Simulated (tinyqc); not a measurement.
Inside a calculation: strain-driven crossing of the Gamma and L valleys in a germanium-like crystal. Values are carried at full precision from step to step, so a last printed digit may differ when a step is redone from the rounded ones.

Biaxial loads: e0 is the in-plane strain e_par and the normal is free. (001): e_perp = -2 (C12/C11) e_par; exx = eyy = e_par, ezz = e_perp, no shear. (111): e_perp = -(2 C11 + 4 C12 - 4 C44)/(C11 + 2 C12 + 4 C44) e_par; exx = eyy = ezz = (2 e_par + e_perp)/3 and exy = eyz = ezx = (e_perp - e_par)/3. (110): e_perp = -(C11 + 3 C12 - 2 C44)/(C11 + C12 + 2 C44) e_par; exx = eyy = (e_par + e_perp)/2, ezz = e_par, exy = (e_perp - e_par)/2, eyz = ezx = 0. Uniaxial loads: a stress along n, scaled so that n.e.n = e0, with exx = s11 sxx + s12 (syy + szz), exy = s44 sxy/2, s11 = (C11 + C12)/((C11 - C12)(C11 + 2 C12)), s12 = -C12/((C11 - C12)(C11 + 2 C12)), s44 = 1/C44.

Constants: kB = 8.617333262e-05 eV/K; hc = 1239.841984 eV nm.

Inputs chosen for the exercise (near those of Ge, gaps at low temperature; not measured data):
- C11 = 129.8 GPa
- C12 = 48.6 GPa
- C44 = 67.8 GPa
- load = uniaxial [100] (kind of strain)
- e0 = 0.0167 (size of the strain)
- Eg = 0.9 eV (gap at Gamma to the s-like level)
- EgL = 0.744 eV (gap to L)
- Dso = 0.29 eV (spin-orbit splitting)
- ac = -8.23 eV (conduction deformation potential)
- av = 1.25 eV (valence hydrostatic potential)
- b = -2.56 eV (tetragonal shear potential)
- d = -5.24 eV (trigonal shear potential)
- aL = -1.58 eV (hydrostatic potential of the L edge, Xd + Xu/3)
- XuL = 17 eV (uniaxial potential, L)
- mG = 0.0399 m0 (mass at Gamma)
- mL = 0.534 m0 (density-of-states mass of the four L valleys together)
- T = 300 K (temperature)

## The strain tensor for a uniaxial [100] load

Form the tensor and its trace.

strain tensor in the cubic axes:
```
          x          y          z
x  0.016700   0.000000   0.000000
y  0.000000  -0.004549   0.000000
z  0.000000   0.000000  -0.004549
```

tr(e) = 0.007601

## Band edges

Edges from the unstrained valence top: Gamma at Eg + ac tr(e); an L valley with unit axis u at EgL + aL tr(e) + XuL (u.e.u - tr(e)/3), u along [111], [1-1-1], [-11-1], [-1-11]; valence edges are the levels of the 6 x 6 matrix of X, Y, Z times spin with -Dso/3 + l exx + m (eyy + ezz) on the diagonal (cyclic), n exy off it, l = av + 2 b, m = av - b, n = sqrt(3) d. Spin-orbit term (Dso/3) L.sigma on X, Y, Z with (L_k)_ij = -i epsilon_kij: <X+|H|Y+> = -i Dso/3, <X+|H|Z-> = Dso/3, <Y+|H|Z-> = -i Dso/3, <Z+|H|X-> = -Dso/3, <Z+|H|Y-> = i Dso/3, <X-|H|Y-> = i Dso/3, and their conjugates; + and - are the spin along z.

Give the edges and the direct and indirect gaps from the top valence edge.

Gamma edge = 0.8374 eV

L edges (eV): [111] 0.7320, [1-1-1] 0.7320, [-11-1] 0.7320, [-1-11] 0.7320

valence edges from the top (eV): 0.0639  -0.0220  -0.3034

direct and indirect gap (eV): 0.7735  0.6681

The gap is indirect: Gamma lies 105 meV above the lowest L valley. The top two valence edges are 86 meV apart.

## Electrons in the Gamma valley

Non-degenerate, parabolic: share = mG^(3/2)/(mG^(3/2) + (mL^(3/2)/4) sum_i exp(-(E_Li - E_Gamma)/kT)). Also the offset at which four equal L valleys hold half of the electrons, kT ln((mL/mG)^(3/2)), and the wavelength hc/E of the direct gap.

(mL/mG)^(3/2) = 48.96
share in Gamma = 0.0346 %
offset for an even split = 100.6 meV
wavelength = 1603 nm

With the L valleys as they lie here, Gamma must be 101 meV below the lowest of them to hold half of the electrons at 300 K; it lies 105 meV above. A direct gap alone is not enough.

## Checks

- Gamma and lowest L edge at e0 = 0.05154, where the linear shifts make them meet (eV): both 0.7069.

(tinyqc, `OMP_NUM_THREADS=1 python tinyqc.py 1051496 1051497 out.jsonl`, Intel(R) Xeon(R) Processor @ 2.30GHz, 1 thread, shared host, about 0.01 s.)
